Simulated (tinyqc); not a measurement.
## Hot electrons in a saturated n-channel MOSFET, lucky-electron model: effect of the gate voltage

Beyond pinch-off the lateral field grows as Esat cosh(y/l) over the velocity-saturated region (pseudo-two-dimensional model). Impact ionisation in this region gives the substrate current, which biases the body forward through Rsub. Currents are per width. Local-field laws: they overstate ionisation when the field peak is narrower than an energy relaxation length.

Cox = 3.9 eps0/tox, l = sqrt(3 tox xj), Esat = 2 vs/mu. Overdrive g = Vg - VT + kb Vb; Vdsat = g Esat L/(g + Esat L); Id = Cox vs (g - Vdsat); dV = Vd - Id Rd - Vdsat; Em = sqrt((dV/l)^2 + Esat^2); Isub = Id (Ai/Bi) l Em exp(-Bi/Em). Vb = Rsub Isub is solved self-consistently. Lifetime tau = (Hl/Id)(Isub/Id)^(-m); 1 year = 3.15576e7 s.

Values chosen for this exercise; values close to those of silicon n-channel devices:
```
symbol,value,unit,meaning
L,0.5,um,channel length
tox,9.6,nm,oxide thickness
xj,160,nm,junction depth
VT,0.62,V,threshold
mu,390,cm^2/(V s),effective mobility
vs,8.4e6,cm/s,saturation velocity
Ai,2e6,1/cm,ionisation prefactor
Bi,1.67,MV/cm,ionisation field
Rd,700,ohm um,resistance of the lightly doped drain
Rsub,9600,ohm um,substrate resistance
kb,0.3,,fall of VT per volt of forward body bias
m,2.8,,lifetime exponent
Hl,12000,s uA/um,lifetime constant
Vd,2.8,V,drain voltage
```

Constants: eps0 = 8.8541878128e-14 F/cm where lengths are in cm. Results are converted to the units shown.

Results:
```
Vg (V)  Id (uA/um)  Em (MV/cm)  Isub (uA/um)   Isub/Id  tau (years)
0.77         2.966      0.3938        0.1368   0.04611       0.7069
1.02         19.07      0.3632        0.5673   0.02974       0.3752
1.53         82.10      0.3125        0.9973   0.01215        1.070
1.78         123.2      0.2917        0.9539  0.007745        2.514
2.04         170.9      0.2721        0.8166  0.004778        7.006
2.29         220.8      0.2547        0.6498  0.002943        21.06
2.55         275.9      0.2380        0.4779  0.001732        74.34
2.8          331.5      0.2229        0.3343  0.001008        281.4
```

Estimate the missing row, Vg = 1.28 V.

Computed row:
```
Vg (V)  Id (uA/um)  Em (MV/cm)  Isub (uA/um)  Isub/Id  tau (years)
1.28         47.10      0.3358        0.8891  0.01888       0.5425
```

With this row back in the table: As Vg goes from 0.77 to 2.8 V, Em falls from 0.394 to 0.223 MV/cm, Isub goes from 0.137 through a maximum of 0.997 (at Vg = 1.53 V among the rows listed) to 0.334 uA/um and tau goes from 0.707 through a minimum of 0.375 (at Vg = 1.02 V among the rows listed) to 281 years. Id grows with Vg while the rising Vdsat lowers the field, hence the bell shape; the peak row has Vg/Vd = 0.55.

Program tinyqc, `OMP_NUM_THREADS=1 python tinyqc.py 2550170 2550171 out.jsonl`; Intel Xeon 2.30GHz, shared host, one thread, about 0.01 s.
